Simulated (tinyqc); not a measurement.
Zener tunnelling in a reverse-biased junction, two-band WKB: two steps of the calculation.

Abrupt p-n junction, depletion approximation. Energies E are counted from the conduction-band edge of the neutral n side; its Fermi level lies at dn, that of the p side at dn - V, and the valence-band edge of the neutral p side at Em = dn + dp - V. Tunnelling needs 0 < E < Em. Two-band dispersion with equal masses m: inside the gap kappa = sqrt(m u (1 - u/Eg)/C), u the distance from a band edge, C = hbar^2/(2 m0).

Inputs (values chosen for the exercise); band and dielectric values close to those of indium arsenide:
```
symbol,value,unit,meaning
T,350,K,temperature
Eg,0.347,eV,band gap
eps_r,15,,relative permittivity
Nc,1.07e17,cm^-3,conduction-band density of states at 350 K
Nv,8.28e18,cm^-3,valence-band density of states at 350 K
m,0.026,m0,band-edge mass of the two-band model
Na,2.5e18,cm^-3,acceptor density
Nd,4.2e17,cm^-3,donor density
V,-0.57,V,bias of the p side
```

Constants: q = 1.602176634e-19 C, kB = 1.380649e-23 J/K, hbar = 1.054571817e-34 J s, m0 = 9.1093837015e-31 kg, Vt = kB T/q, eps0 = 8.8541878128e-14 F/cm where lengths are in cm, hbar^2/(2 m0) = 0.0380998212 eV nm^2. Results are converted to the units shown.

Problem 1. Fermi levels and built-in voltage. Nd = Nc F12(dn/Vt), Na = Nv F12(dp/Vt), F12(x) = (2/sqrt(pi)) int_0^infinity sqrt(u)/(1 + exp(u - x)) du; dn = EF - Ec on the n side, dp = Ev - EF on the p side (negative outside the bands); Vbi = Eg + dn + dp.

Wanted: dn; dp; Vbi.

Solution 1.

dn = 0.08104 eV
dp = -0.03291 eV
Vbi = 0.3951 V

Boltzmann statistics would give dn = 0.0412 eV and dp = -0.0361 eV. At zero bias the bands of the two sides overlap by dn + dp.

Problem 2. Width, field and exponent. W = sqrt(2 eps0 eps_r (Vbi - V)(1/Na + 1/Nd)/q), mean field F = (Vbi - V)/W, peak field 2 F. In a uniform field F the exponent is S = pi sqrt(m/C) Eg^1.5/(4 F). Transverse energy Et = C kt^2/m raises it to S (1 + 4 Et/Eg), so T = exp(-S) exp(-Et/Eb) with Eb = Eg/(4 S). KJ = (2 q^2/h) m/(4 pi C) (times 1e14 for A/cm^2 per eV^2).

Vbi = 0.39512742 V

Find: W; mean field; S; exp(-S); Eb; tunnelling length Eg/F.

Solution 2.

W = 66.707 nm
mean field = 0.14468 MV/cm
S = 9.1663
exp(-S) = 1.0450e-4
Eb = 9.4640 meV
tunnelling length Eg/F = 23.984 nm

Range of the model: Parabolic densities of states, no band tails and no gap narrowing, all of which matter at such doping.

Numbers from tinyqc (`OMP_NUM_THREADS=1 python tinyqc.py 2620028 2620029 out.jsonl`; about 0.01 s on one thread of a shared Intel Xeon 2.30GHz).
